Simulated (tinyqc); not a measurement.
Avalanche multiplication and breakdown of a junction from ionisation integrals: one step, computed by the program tinyqc.

Ionisation coefficients follow the local field. Position x runs through the depletion layer from the p side (x = 0), where electrons enter, to the n side (x = w), where holes enter. The built-in voltage is neglected.

Problem. Coefficients at the critical field. alpha_n = a_n exp(-(b_n/F)^c), alpha_p = a_p exp(-(b_p/F)^c).

Inputs (values chosen for the exercise, modelled on germanium):
```
quantity                   value  unit
electron prefactor a_n  1.49e+07  1/cm
electron field b_n      1.58e+06  V/cm
hole prefactor a_p      9.89e+06  1/cm
hole field b_p          1.26e+06  V/cm
exponent c                     1     -
```

Junction: one-sided abrupt p+n.

critical field F_m = 0.1627591 MV/cm

Give: alpha_n; alpha_p; ratio k = alpha_p/alpha_n; shorter ionisation length.

Solution.

alpha_n = 906.2 1/cm

alpha_p = 4296 1/cm

ratio k = alpha_p/alpha_n = 4.741

shorter ionisation length = 2.328 micrometre

Holes ionise more readily at the peak field.
